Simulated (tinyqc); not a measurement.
Raising U: Hubbard chain of 4 sites, mean field against exact. Computed by the program tinyqc. Command: `OMP_NUM_THREADS=1 python tinyqc.py 111457 111458 out.jsonl`; one thread of a shared host (Intel(R) Xeon(R) Processor @ 2.60GHz), about 6 s.

one-body matrix (hopping and site energies) (eV):
```
         1        2        3        4
1   0.0000  -1.3500   0.0000   0.0000
2  -1.3500   0.0000  -1.3500   0.0000
3   0.0000  -1.3500   0.0000  -1.3500
4   0.0000   0.0000  -1.3500   0.0000
```

electrons, up and down: 2  1

Collinear unrestricted mean field (the lowest of 40 random starts) against exact diagonalisation.

Exact and mean-field results (eV):
```
U          U/t   E exact  E mean field  mean |n_up - n_down|  double occupancy, exact  first gap in the sector
0.680    0.504  -4.88233      -4.86615                 0.250                    0.111                    1.329
1.350    1.000  -4.60337      -4.54092                 0.250                    0.097                    1.277
2.700    2.000  -4.14387      -3.91613                 0.250                    0.074                    1.129
4.050    3.000  -3.79928      -3.37201                 0.377                    0.055                    0.976
5.400    4.000  -3.54123      -2.95829                 0.498                    0.041                    0.844
8.100    6.000  -3.19483      -2.45610                 0.626                    0.025                    0.647
10.800   8.000  -2.98089      -2.26407                 0.728                    0.016                    0.517
16.200  12.000  -2.73832      -2.14363                 0.741                    0.008                    0.364
27.000  20.000  -2.52554      -2.04944                 0.747                 3.05e-03                    0.226
```

In absolute terms mean field is worst at U/t = 6.0, 0.739 eV too high: at small U it is nearly exact, and at large U it still misses the motion of the hole through a fluctuating spin background. Relative to the exact energy its error is 0.3 % at the smallest U, 24 % at most and 19 % at the largest. The double occupancy falls from 0.111 to 0.003.
